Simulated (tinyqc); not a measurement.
Do the excited 1s states matter for ionisation? Model: valley-orbit splitting of a donor ground state, with strain. Computed by tinyqc, a small Python program. Command: `OMP_NUM_THREADS=1 python tinyqc.py 3014379 3014380 out.jsonl valleyorbit walk`. One thread of a shared host (Intel(R) Xeon(R) Processor @ 2.30GHz), about 0.01 s of CPU time with the checks.

The basis is the 1s envelope in each valley; energies are counted from the unstrained conduction-band edge. The strain is e_s (a a^T - 1/3) for the unit stress axis a, so valley j along n_j moves by Xi_u e_s w_j with w_j = (n_j.a)^2 - 1/3: +1/3 for [111] and [-1-11], -1/3 for the others.

Inputs (values chosen for the exercise, modelled on donors in germanium): single-valley binding energy E_0 = 9.55 meV; central-cell shift Lambda = 1.1 meV; coupling Delta_1 = 0.63 meV; shear deformation potential Xi_u = 16.7 eV; donor density N_D = 6e+15 cm^-3; density-of-states mass of one valley m_e = 0.215 m_0.

Valleys: four along <111>. Stress axis: [110].

Constants: k_B = 8.617333262e-05 eV/K; m_0 = 9.1093837015e-31 kg; k_B = 1.380649e-23 J/K; h = 6.62607015e-34 J s.

Method:
- By symmetry: E(A1) = E_0 + Lambda + 3 Delta_1 (one state), E(T2) = E_0 + Lambda - Delta_1 (three), as binding energies.
- H_jj = -(E_0 + Lambda) + Xi_u e_s w_j; H_jk = -Delta_1 between any two valleys.
- z = sum over levels of exp(-(E - E_ground)/k_B T), the ground-state share being 1/z; N_c = 2 (2 pi m_e k_B T/h^2)^(3/2) sum_j exp(-(shift_j - lowest shift)/k_B T); n1 = N_c/(2 z) exp(-binding/k_B T), binding = lowest shift - E_ground; without compensation n = 2 N_D/(1 + sqrt(1 + 4 N_D/n1)) (Boltzmann statistics; p and higher states left out).
- No strain here. The last two columns set z = 1, with the A1 depth, or use one level at E_0 with z equal to the number of valleys.

E(A1) = 12.54 meV

Ionised share:
```
T (K)       z  all 1s states  ground state alone  no splitting
7.3    1.0546     8.1274e-05          8.3464e-05    4.4927e-04
12.0   1.2623     5.3343e-03          5.9912e-03    1.2673e-02
18.0   1.5910     4.7559e-02          5.9607e-02    7.7394e-02
26.0   1.9742     1.8094e-01          2.4422e-01    2.3883e-01
36.0   2.3315     3.9681e-01          5.3309e-01    4.6289e-01
58.0   2.8120     7.3592e-01          8.6904e-01    7.7246e-01
97.0   3.2192     9.2029e-01          9.7236e-01    9.2936e-01
```

What follows from these numbers?

z grows from 1.055 to 3.22 of at most 4. Leaving out the excited states overstates the ionised share by up to 35.0 % (at 26.0 K); ignoring the splitting misses by a factor 5.53 at the lowest T and 1.01 at the highest.

Extremes, crossings and ranges named in words are read from the listed rows.
